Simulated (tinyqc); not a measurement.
Deep-level transient spectroscopy: one step of the calculation.

Schottky contact on an n-type layer with shallow donors Nd (all ionised) and a donor-like deep trap, neutral when filled and positive when empty; depletion approximation. Traps within lam of the depletion edge stay filled. A long pulse to Vp fills the traps beyond x1 = Wp - lam; back at Vr those between x1 and x2 = Wr - lam emit. A rate window reads S = C(t2) - C(t1).

Question. Widths. lam = sqrt(2 eps0 eps_r (EF - ET)/(q Nd)), EF - ET = Et - (kB T/q) ln(Nc(T)/Nd), Nc(T) = Nc (T/300 K)^1.5. In the steady state at the band bending V, 2 eps0 eps_r V/q = Nd W^2 + Nt (W - lam)^2 (the second term only if W > lam). V = Vbi + Vr gives Wr and V = Vbi + Vp gives Wp; x1 = max(Wp - lam, 0).

Values chosen for this exercise; material values close to those of gallium nitride:
- eps_r = 9.69 (relative permittivity)
- Nc = 2.33e18 cm^-3 (conduction-band density of states at 300 K)
- Nd = 3.9e15 cm^-3 (shallow donor density)
- Vbi = 1.33 V (built-in voltage)
- Et = 0.11 eV (depth of the trap below the conduction edge)
- Nt = 6.2e13 cm^-3 (trap density)
- Vr = 8.8 V (reverse bias)
- Vp = 0 V (reverse bias during the filling pulse)
- T = 78 K (temperature of the transient)

Constants: q = 1.602176634e-19 C, kB = 1.380649e-23 J/K, eps0 = 8.8541878128e-14 F/cm where lengths are in cm. Results are converted to the units shown.

Give: lam; Wr; Wp; x1; x2; G = (x2^2 - x1^2)/Wr^2.

Answer.

lam = 148.79 nm
Wr = 1657.0 nm
Wp = 601.65 nm
x1 = 452.86 nm
x2 = 1508.2 nm
G = (x2^2 - x1^2)/Wr^2 = 0.75379

Numbers from tinyqc (`OMP_NUM_THREADS=1 python tinyqc.py 2050019 2050020 out.jsonl`; about 0.01 s on one thread of a shared Intel Xeon 2.30GHz).
